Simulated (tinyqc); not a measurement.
# Changing the repulsive exponent n

Model: pair-potential crystal by lattice sums. Computed by tinyqc, a small Python program. Command: `OMP_NUM_THREADS=1 python tinyqc.py 3024694 3024695 out.jsonl pairsum sweep`. One thread of a shared host (Intel(R) Xeon(R) Processor @ 2.30GHz), about 0.05 s of CPU time with the checks.

Energy per atom E = (1/2) sum over neighbours of phi(r); d is the nearest-neighbour distance.

Inputs (values chosen for the exercise, for model atoms):

| quantity | value | unit |
|---|---|---|
| well depth eps | 0.0473 | eV |
| pair minimum r0 | 2.75 | angstrom |
| cut-off r_c/r0 | 2.22 | - |
| attractive exponent m | 6 | - |

Potential: Mie n-m. Structure: bcc.

Constants: 1 eV/angstrom^3 = 160.2176634 GPa.

Method:
- phi0(r) = eps [m (r0/r)^n - n (r0/r)^m]/(n - m); shifted-force cut-off: phi(r) = phi0(r) - phi0(r_c) - (r - r_c) phi0'(r_c) for r < r_c, zero beyond.
- Shells (distance in units of d, count): fcc 1.0000 (12), 1.4142 (6), 1.7321 (24), 2.0000 (12), 2.2361 (24), 2.4495 (8), 2.6458 (48), 2.8284 (6), 3.0000 (36), 3.1623 (24); hcp 1.0000 (12), 1.4142 (6), 1.6330 (2), 1.7321 (18), 1.9149 (12), 2.0000 (6), 2.2361 (12), 2.3805 (12), 2.4495 (6), 2.5166 (6), 2.5820 (12), 2.6458 (24), 2.7080 (6), 2.8868 (12), 3.0000 (12), 3.1091 (24), 3.1623 (12); bcc 1.0000 (8), 1.1547 (6), 1.6330 (12), 1.9149 (24), 2.0000 (8), 2.3094 (6), 2.5166 (24), 2.5820 (24), 2.8284 (24), 3.0000 (32); sc 1.0000 (6), 1.4142 (12), 1.7321 (8), 2.0000 (6), 2.2361 (24), 2.4495 (24), 2.8284 (12), 3.0000 (30), 3.1623 (24); diamond 1.0000 (4), 1.6330 (12), 1.9149 (12), 2.3094 (6), 2.5166 (12), 2.8284 (24), 3.0000 (16). Volumes per atom in d^3: fcc 0.70711, hcp 0.70711, bcc 0.76980, sc 1.00000, diamond 1.53960; hcp has the ideal c/a. Every shell inside the cut-off is summed.
- Equilibrium: dE/dd = 0 at the lowest minimum with d between 0.78 r0 and 1.45 r0; B = d^2 E''(d)/(9 Omega).
- Unrelaxed vacancy: removing an atom breaks its bonds (2|E|) and placing it on the surface returns |E|, so E_v = |E|.

One run for each value:

| repulsive exponent n | energy per atom (eV) | equilibrium distance d (angstrom) | bulk modulus B (GPa) |
|---|---|---|---|
| 8 | -0.3124 | 2.593 | 23.23 |
| 9 | -0.3093 | 2.610 | 24.87 |
| 10 | -0.3057 | 2.624 | 26.53 |
| 12 | -0.2988 | 2.645 | 30.02 |
| 14 | -0.2928 | 2.660 | 33.43 |
| 16 | -0.2878 | 2.672 | 36.88 |
| 20 | -0.2802 | 2.688 | 43.81 |
| 24 | -0.2748 | 2.699 | 50.76 |

What does the table show, and why?

Over the rows, energy per atom (eV) rises from -0.312 to -0.275 (exponent d ln y / d ln x -0.086 between the first rows and -0.11 between the last); equilibrium distance d (angstrom) rises from 2.59 to 2.70 (exponent d ln y / d ln x 0.057 between the first rows and 0.022 between the last); bulk modulus B (GPa) rises from 23.2 to 50.8 (exponent d ln y / d ln x 0.58 between the first rows and 0.81 between the last). A harder core resists the pull of the further shells, so d stays nearer r0, and it stiffens the well.

Extremes, crossings and ranges named in words are read from the listed rows.
